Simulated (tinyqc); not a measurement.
Carrier density against temperature: charge neutrality of a doped semiconductor with incomplete ionisation. Computed by tinyqc, a small Python program. Command: `OMP_NUM_THREADS=1 python tinyqc.py 3009134 3009135 out.jsonl dopant walk`. One thread of a shared host (Intel(R) Xeon(R) Processor @ 2.30GHz), about 0.03 s of CPU time with the checks.

Energies are counted from the top of the valence band; E_D is measured down from the conduction band and E_A up from the valence band.

Inputs (values chosen for the exercise, for a model semiconductor):
```
quantity                 value   unit
gap at 0 K E_g0           3.03     eV
Varshni alpha         0.000661   eV/K
Varshni beta               594      K
electron mass m_e        0.251    m_0
valleys M_c                  1      -
hole mass m_h            0.568    m_0
donor density N_D      1.4e+17  cm^-3
acceptor density N_A         0  cm^-3
donor depth E_D         0.0542     eV
donor degeneracy g_D         2      -
```

Doping: n-type. Statistics of the bands: Fermi-Dirac.

Constants: k_B = 8.617333262e-05 eV/K; m_0 = 9.1093837015e-31 kg; k_B = 1.380649e-23 J/K; h = 6.62607015e-34 J s.

Method:
- E_g = E_g0 - alpha T^2/(T + beta).
- N_c = 2 M_c (2 pi m_e k_B T/h^2)^(3/2) and N_v = 2 (2 pi m_h k_B T/h^2)^(3/2), masses in units of m_0.
- n = N_c F_1/2((E_F - E_g)/k_B T), p = N_v F_1/2(-E_F/k_B T).
- F_1/2(eta) = (2/sqrt(pi)) int_0^infinity sqrt(x)/(1 + exp(x - eta)) dx, by the trapezoid rule in t = sqrt(x) with step 0.02 up to t = 12 (for eta < -12 by exp(eta) - exp(2 eta)/2^(3/2)).
- N_D+ = N_D/(1 + g_D exp((E_F - E_g + E_D)/k_B T)).
- Neutrality: p + N_D+ = n + N_A-; the log ratio is ln[(p + N_D+)/(n + N_A-)].
- Neutrality is solved by bisection at each T. The last column is -k_B d ln(n T^-3/4)/d(1/T) from this row and the one above; it turns negative as ionisation nears completion, when the density grows more slowly than that power of T.

Against temperature:
```
T (K)   n (cm^-3)  E_F from the band edge (eV)  ionised share  activation energy (eV)
22     4.1018e+10                      0.02700     2.9299e-07                       -
29     1.5902e+12                      0.02748     1.1359e-05                0.027100
39     3.2024e+13                      0.02836     2.2875e-04                0.027099
57     5.4206e+14                      0.03034     3.8719e-03                0.027077
90     5.6572e+15                      0.03501     4.0409e-02                0.026829
140    2.5298e+16                      0.04433     1.8070e-01                0.025329
210    6.0339e+16                      0.06172     4.3099e-01                0.020455
300    9.3971e+16                      0.09057     6.7122e-01                0.010587
310    9.6670e+16                      0.09415     6.9050e-01                0.002980
600    1.2926e+17                      0.21869     9.2331e-01               -0.011314
```

What does the comparison show, and why?

Between the two coldest rows the activation energy is 0.0271 eV, 0.50 of the dopant depth: without compensation E_F sits halfway between level and band, so half the depth shows. The density is within 10 % of the net doping in one row, 600 K.
